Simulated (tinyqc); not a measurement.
Inside a calculation. Method: Hueckel theory of the pi electrons with the omega technique, for the molecule N=c1ccccnc1 (SMILES; centres numbered as the heavy atoms are written). One step of it, computed by the program tinyqc.

Question. Omega technique, round 1. h_r = h_r(0) + omega q_r, omega = 0.6, with q_r = z_r - P_rr; 0.5 of the old diagonal is kept.

Hueckel matrix in units of beta (H = alpha + beta A), order 1N, 2C, 3C, 4C, 5C, 6C, 7N, 8C:
$$\begin{pmatrix}
0.520000 & 1.000000 & 0.000000 & 0.000000 & 0.000000 & 0.000000 & 0.000000 & 0.000000 \\
1.000000 & 0.000000 & 1.000000 & 0.000000 & 0.000000 & 0.000000 & 0.000000 & 1.000000 \\
0.000000 & 1.000000 & 0.000000 & 1.000000 & 0.000000 & 0.000000 & 0.000000 & 0.000000 \\
0.000000 & 0.000000 & 1.000000 & 0.000000 & 1.000000 & 0.000000 & 0.000000 & 0.000000 \\
0.000000 & 0.000000 & 0.000000 & 1.000000 & 0.000000 & 1.000000 & 0.000000 & 0.000000 \\
0.000000 & 0.000000 & 0.000000 & 0.000000 & 1.000000 & 0.000000 & 1.000000 & 0.000000 \\
0.000000 & 0.000000 & 0.000000 & 0.000000 & 0.000000 & 1.000000 & 0.520000 & 1.000000 \\
0.000000 & 1.000000 & 0.000000 & 0.000000 & 0.000000 & 0.000000 & 1.000000 & 0.000000
\end{pmatrix}$$

charge and bond-order matrix P, order 1N, 2C, 3C, 4C, 5C, 6C, 7N, 8C:
$$\begin{pmatrix}
1.550123 & 0.656534 & -0.208103 & -0.258715 & 0.189852 & 0.210126 & -0.244836 & -0.126275 \\
0.656534 & 0.874348 & 0.506032 & 0.116281 & -0.147312 & -0.164250 & 0.083851 & 0.477361 \\
-0.208103 & 0.506032 & 0.930932 & 0.719867 & 0.083790 & -0.285867 & -0.131103 & 0.267799 \\
-0.258715 & 0.116281 & 0.719867 & 0.898441 & 0.581312 & 0.116937 & -0.170092 & -0.102431 \\
0.189852 & -0.147312 & 0.083790 & 0.581312 & 0.931588 & 0.697087 & 0.057160 & -0.321610 \\
0.210126 & -0.164250 & -0.285867 & 0.116937 & 0.697087 & 0.871811 & 0.575292 & 0.012280 \\
-0.244836 & 0.083851 & -0.131103 & -0.170092 & 0.057160 & 0.575292 & 1.126083 & 0.732653 \\
-0.126275 & 0.477361 & 0.267799 & -0.102431 & -0.321610 & 0.012280 & 0.732653 & 0.816675
\end{pmatrix}$$

Centres:
```
centre  z_r, pi electrons of the neutral centre         h
1N                                            1  0.520000
2C                                            1  0.000000
3C                                            1  0.000000
4C                                            1  0.000000
5C                                            1  0.000000
6C                                            1  0.000000
7N                                            1  0.520000
8C                                            1  0.000000
```

Give: matrix after round 1.

Answer.

matrix after round 1, order 1N, 2C, 3C, 4C, 5C, 6C, 7N, 8C:
$$\begin{pmatrix}
0.3550 & 1.0000 & 0.0000 & 0.0000 & 0.0000 & 0.0000 & 0.0000 & 0.0000 \\
1.0000 & 0.0377 & 1.0000 & 0.0000 & 0.0000 & 0.0000 & 0.0000 & 1.0000 \\
0.0000 & 1.0000 & 0.0207 & 1.0000 & 0.0000 & 0.0000 & 0.0000 & 0.0000 \\
0.0000 & 0.0000 & 1.0000 & 0.0305 & 1.0000 & 0.0000 & 0.0000 & 0.0000 \\
0.0000 & 0.0000 & 0.0000 & 1.0000 & 0.0205 & 1.0000 & 0.0000 & 0.0000 \\
0.0000 & 0.0000 & 0.0000 & 0.0000 & 1.0000 & 0.0385 & 1.0000 & 0.0000 \\
0.0000 & 0.0000 & 0.0000 & 0.0000 & 0.0000 & 1.0000 & 0.4822 & 1.0000 \\
0.0000 & 1.0000 & 0.0000 & 0.0000 & 0.0000 & 0.0000 & 1.0000 & 0.0550
\end{pmatrix}$$
